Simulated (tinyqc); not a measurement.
# Lossy on-chip transmission line with skin effect: effect of the width of the strip

A uniform line in a homogeneous dielectric: c = sqrt(er)/(c0 Z0), l = Z0 sqrt(er)/c0 (c0 = 299792458 m/s), g = w c td, w = 2 pi f. The resistance joins its limits as r = sqrt(r_dc^2 + r_hf^2), with r_dc = rho/(wd th), r_hf = kr rho/(2 delta (wd + th)), delta = sqrt(rho/(pi f mu0)), mu0 = 4 pi 1e-7 H/m; this is an interpolation, and internal inductance, up to 0.05 nH/mm at low frequency, is neglected.

gamma = sqrt((r + i w l)(g + i w c)) = alpha + i beta, Zc = sqrt((r + i w l)/(g + i w c)), roots with positive real part; loss 8.685889638 alpha in dB; phase velocity w/beta. ZL = 1/(1/RL + i w CL); reflection (ZL - Zc)/(ZL + Zc); Zin = Zc (ZL + Zc tanh(gamma len))/(Zc + ZL tanh(gamma len)); H = V_load/V_source = [Zin/(Zin + Rg)]/[cosh(gamma len) + (Zc/ZL) sinh(gamma len)]. Z0 is held fixed by scaling the dielectric height.

Parameters, values chosen for the exercise: thickness of the strip th = 2.2 um; resistivity rho = 2.9 uohm cm; relative permittivity er = 2.7; loss tangent td = 0.02; lossless impedance sqrt(l/c) Z0 = 45 ohm; factor for crowding and the return path kr = 1.5; length len = 3.3 mm; source resistance Rg = 100 ohm; load resistance RL = 50 ohm; load capacitance CL = 100 fF; frequency f = 19 GHz.

Effect of the width of the strip:
```
wd (um)	r (ohm/mm)	r/(w l)	loss (dB/mm)	|Zc| (ohm)	phase velocity over c0	length in wavelengths	|H| (dB)
1.2	15.05	0.5111	1.468	47.68	0.5921	0.3532	-14.81
1.9	11.00	0.3735	1.102	46.49	0.5996	0.3488	-13.52
3	8.035	0.2729	0.8258	45.81	0.6039	0.3463	-12.51
4.8	5.702	0.1937	0.6049	45.41	0.6063	0.3449	-11.66
7.5	4.012	0.1362	0.4433	45.20	0.6076	0.3442	-11.01
12	2.697	0.09160	0.3169	45.09	0.6082	0.3439	-10.48
19	1.790	0.06079	0.2295	45.04	0.6085	0.3437	-10.11
29	1.210	0.04109	0.1736	45.01	0.6085	0.3437	-9.861
```

What does the comparison show?

As wd goes from 1.2 to 29, the loss falls from 1.47 to 0.174 dB/mm, |Zc| falls from 47.7 to 45.0 ohm and |H| goes from -14.8 to -9.86 dB, with its highest value among the rows, -9.86 dB, at wd = 29.

Numbers from tinyqc (`OMP_NUM_THREADS=1 python tinyqc.py 2810201 2810202 out.jsonl`; about 0.01 s on one thread of a shared Intel Xeon 2.30GHz).
